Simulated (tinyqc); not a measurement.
Worked calculation: Shockley state of an s-p chain by decimation. Values are carried at full precision from step to step, so a last printed digit may differ when a step is redone from the rounded ones.

Each site has s at -d/2 and p at +d/2: H0 = diag(-d/2, d/2). The block to the next site on the right is H1 = [[-ts, u], [-u, tp]] (rows s, p of site n; columns s, p of site n + 1). Bulk: H(k) = [[-d/2 - 2 ts cos k, 2i u sin k], [-2i u sin k, d/2 + 2 tp cos k]]. The bands are inverted at k = pi if d < 2 (ts + tp).

Values chosen for the exercise: d = 2.7 eV (Ep - Es); ts = 1.37 eV (s-s hopping); tp = 1.42 eV (p-p hopping); u = 1 eV (s-p hopping); E = 0.02 eV (energy); eta = 0.05 eV (broadening).

## Bulk bands

Levels and s weight of the lower band at k = j pi/6.

Bands:

| k/pi | lower (eV) | upper (eV) | s weight, lower |
|---|---|---|---|
| 0.000 | -4.0900 | 4.1900 | 1.000 |
| 0.167 | -3.8534 | 3.9400 | 0.983 |
| 0.333 | -3.2208 | 3.2708 | 0.923 |
| 0.500 | -2.4130 | 2.4130 | 0.780 |
| 0.667 | -1.7576 | 1.7076 | 0.487 |
| 0.833 | -1.5051 | 1.4185 | 0.135 |
| 1.000 | -1.4900 | 1.3900 | 0.000 |

The lower band is s-like at k = 0 and p-like at pi: the bands are inverted, and the gap is a hybridisation gap that can hold a Shockley state.

## First round of decimation

Decimation (Sancho-Rubio) at z = E + i eta: start with es = e = H0, A = H1, B = H1^T. Each round forms g = (z - e)^-1 and sets es += A g B, e += A g B + B g A, A = A g A, B = B g B, doubling the length covered. Stop when all |A| < 1e-10. Surface G = (z - es)^-1, bulk G = (z - e)^-1; densities -Im tr G/pi.

Carry out one round.

g (1/eV):
```
                s                p
s  0.7290-0.0266i           0.0000
p          0.0000  -0.7508-0.0282i
```

es (eV):
```
                 s                p
s  -0.7326-0.0782i  -0.0675-0.0765i
p  -0.0675-0.0765i   0.5650-0.0835i
```

e (eV):
```
                 s                p
s  -0.1153-0.1563i           0.0000
p           0.0000  -0.2200-0.1670i
```

A (eV):
```
                s                p
s  2.1190-0.0217i  -2.0648-0.0036i
p  2.0648+0.0036i  -2.2429-0.0303i
```

## Course of the decimation

All rounds.

Rounds:

| round | sites covered | largest \|A\| (eV) | surface density (1/eV) |
|---|---|---|---|
| 1 | 2 | 2.24 | 0.20246 |
| 2 | 4 | 6.62 | 2.82370 |
| 3 | 8 | 0.327 | 2.66739 |
| 4 | 16 | 0.000455 | 2.66641 |
| 5 | 32 | 4.71e-10 | 2.66641 |
| 6 | 64 | 2.39e-22 | 2.66641 |

surface G (1/eV):
```
                 s                p
s   3.9611-4.2631i  -3.6965+4.1787i
p  -3.6965+4.1787i   3.4245-4.1136i
```

densities (1/eV): surface 2.66641, bulk 0.00747

Converged in 6 rounds. E lies inside the bulk gap (-1.489 to 1.390 eV); once |A| is small it falls roughly as its square in each round, up to a factor. The surface density is 357 times the bulk one, owing to the broadened Shockley level, which peaks near -0.02 eV.

## Checks

- Surface G against the Dyson relation G = (z - H0 - H1 G H1^T)^-1: they agree to 1e-10 or better.

Program tinyqc; command `OMP_NUM_THREADS=1 python tinyqc.py 1450752 1450753 out.jsonl`; about 0.3 s on one thread of a shared Intel(R) Xeon(R) Processor @ 2.30GHz.
